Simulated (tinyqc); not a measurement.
## Thickness from the transmission

Question. A dielectric of barrier phi1 and mass m1 carries the voltage V, so U = phi1 - V x/t1. At E = 0 the WKB exponent is S = (4 t1/(3 V)) sqrt(m1/C) [phi1^1.5 - max(phi1 - V, 0)^1.5], C = hbar^2/(2 m0), and T = exp(-S). Find S, t1 and the field.

Inputs (values chosen for the exercise):
- phi1 = 3.21 eV (barrier of layer 1 above the emitter Fermi level at zero bias)
- m1 = 0.51 m0 (tunnelling mass of layer 1)
- V = 5.8 V (voltage across the dielectric)

Constants: q = 1.602176634e-19 C, hbar = 1.054571817e-34 J s, m0 = 9.1093837015e-31 kg, hbar^2/(2 m0) = 0.0380998212 eV nm^2. Results are converted to the units shown.

T at E = 0 = 1.2150984e-15

Answer. At fixed V the exponent is proportional to t1.

S = 34.34
t1 = 7.100 nm
field = 8.169 MV/cm

tinyqc, about 0.03 s, one thread, Intel Xeon 2.30GHz (shared host): `OMP_NUM_THREADS=1 python tinyqc.py 2540098 2540099 out.jsonl`
